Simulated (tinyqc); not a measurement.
Global model of a low-pressure process discharge: electron temperature, density, ion flux and ion energy: one step, computed by the program tinyqc.

Maxwellian electrons with temperature T_e in eV, one positive ion, no negative ions, uniform bulk density n; rate constants have the Arrhenius form.

Task: Energy per pair and density. E_c = E_iz + (X0 exp(-E_ex/T_e) E_ex + K_el (3 m_0/M) T_e)/K_iz; wall potential V_s = (T_e/2) ln(M/(2 pi m_0)); E_T = E_c + 2 T_e + T_e/2 + V_s; n = P/(e u_B A_eff E_T); ion current density J = e h_L n u_B; ionised share n/n_g.

Inputs (values chosen for the exercise, of the order of those of an inductive discharge in a simple atomic gas):
```
quantity,value,unit
ion mass M,28,u
ionisation energy E_iz,12.7,eV
excitation prefactor X0,8e-15,m^3/s
excitation energy E_ex,11,eV
elastic rate constant K_el,1.2e-13,m^3/s
gas temperature T_g,600,K
absorbed power P,1900,W
```

T_e = 4.009865 eV

K_iz = 1.769118e-15 m^3/s

Bohm velocity u_B = 3717.205 m/s

A_eff = 1861.855 cm^2

h_L = 0.4094134

gas density n_g = 1.810743e+19 1/m^3

Constants: m_0 = 9.1093837015e-31 kg; u = 1.6605390666e-27 kg; e = 1.602176634e-19 C.

Give: collisional loss per pair E_c; wall potential V_s; E_T; plasma density n; ion current density J; ionised share.

Result:

collisional loss per pair E_c = 15.92 eV

wall potential V_s = 18.05 V

E_T = 43.99 eV

plasma density n = 3.895e+11 1/cm^3

ion current density J = 9.497 mA/cm^2

ionised share = 0.02151

Collisions take 36 % of the power and the walls the rest. T_e came from the particle balance alone; the power sets only n. Caution: at this ionised share gas depletion and heating, left out here, matter.
